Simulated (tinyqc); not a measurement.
Surface photovoltage measurement of the minority-carrier diffusion length in a wafer: one step, computed by the program tinyqc.

Low injection, steady light, a depletion layer much thinner than 1/alpha and L. The excess density dn is taken at the front edge of the neutral region; light that reaches the back is lost.

Problem. The linear plot. alpha = (84.732/lambda - 76.417)^2 per cm with lambda in micrometre (an empirical fit for silicon between 0.7 and 1.05 micrometre). Thick wafer: dn = Phi L/((S_f + D/L)(L + 1/alpha)). Finite wafer, with s = S_b L/D, w = W/L, a = alpha L: dn = [Phi a/(a^2 - 1)] [a - B - exp(-alpha W)(a - s)/(cosh w + s sinh w)]/(S_f + B D/L), B = (sinh w + s cosh w)/(cosh w + s sinh w). Readings y = (Phi/dn) (1 + noise x g) at 780, 830, 880, 920, 950, 975 and 995 nm; a least-squares line y = c (1/alpha + L_app) gives L_app = intercept/slope.

Inputs (values chosen for the exercise, modelled on p-type silicon at room temperature):
```
quantity,value,unit
diffusion length L,520,micrometre
wafer thickness W,300,micrometre
diffusivity D,32.8,cm^2/s
front recombination velocity S_f,820,cm/s
back recombination velocity S_b,13000,cm/s
photon flux entering,3.1e+11,1/(cm^2 s)
relative noise of each reading,0.2,%
```

normal deviates g for the noise: [0.95, -0.51, 1.80, -0.76, 0.85, 0.76, 0.76]

Give: the table «Readings» with the columns 1/alpha (micrometre), y (cm/s), line (cm/s), for lambda (nm) = 780, 830, 880, 920, 950, 975, 995; slope; apparent length L_app; error of L_app (rounded to 0.001).

Solution.

Readings:
```
lambda (nm),1/alpha (micrometre),y (cm/s),line (cm/s)
780,9.6,2027,1995
830,15.2,2061,2048
880,25.3,2148,2144
920,40.7,2260,2290
950,61.3,2451,2485
975,90.9,2746,2766
995,130.9,3180,3145
```

slope = 9.483 cm/(s micrometre)

apparent length L_app = 200.8 micrometre

error of L_app (rounded to 0.001) = -61.39 %

Without noise the error would be -61.3 %, from the finite thickness at W/L = 0.6. S_f scales all readings alike and leaves L_app unchanged.
